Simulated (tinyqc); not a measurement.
Specific resistance of a metal-semiconductor contact and its transmission-line measurement: one step, computed by the program tinyqc. Command: `OMP_NUM_THREADS=1 python tinyqc.py 3031572 3031573 out.jsonl contact walk`. One thread of a shared host (Intel(R) Xeon(R) Processor @ 2.30GHz), about 0.01 s of CPU time with the checks.

The barrier is parabolic (depletion approximation), energies E are normal energies counted from the band edge in the neutral semiconductor (downwards for holes), and the bias is zero. xi is an input, held fixed when other inputs move.

Problem. Tunnelling energy and barrier. E_00 = (e hbar/2) sqrt(N/(eps eps_0 m)); band bending E_b = phi_B + xi; depletion width w = sqrt(2 eps eps_0 E_b/(e^2 N)).

Inputs (values chosen for the exercise, modelled on n-type 4H-SiC):
```
quantity                                           value    unit
tunnelling mass m                                   0.31     m_0
permittivity eps                                     9.7       -
barrier height phi_B                                0.92      eV
doping N                                         7.9e+20  1/cm^3
Fermi level above the band edge in the bulk, xi     0.39      eV
temperature T                                        300       K
```

Image-force lowering: left out.

Constants: hbar = 1.054571817e-34 J s; eps_0 = 8.8541878128e-12 F/m; m_0 = 9.1093837015e-31 kg; k_B = 8.617333262e-05 eV/K; e = 1.602176634e-19 C.

Give: E_00; E_00/k_B T; depletion width; barrier used, above the bulk band edge.

Solution.

E_00 = 300.94 meV

E_00/k_B T = 11.641

depletion width = 1.3333 nm

barrier used, above the bulk band edge = 1.31 eV

By the usual rule this is field emission (E_00 > 5 k_B T). Caution: the barrier is thinner than 1.5 nm, about the spacing of dopants, so a smooth parabolic barrier and WKB are rough.
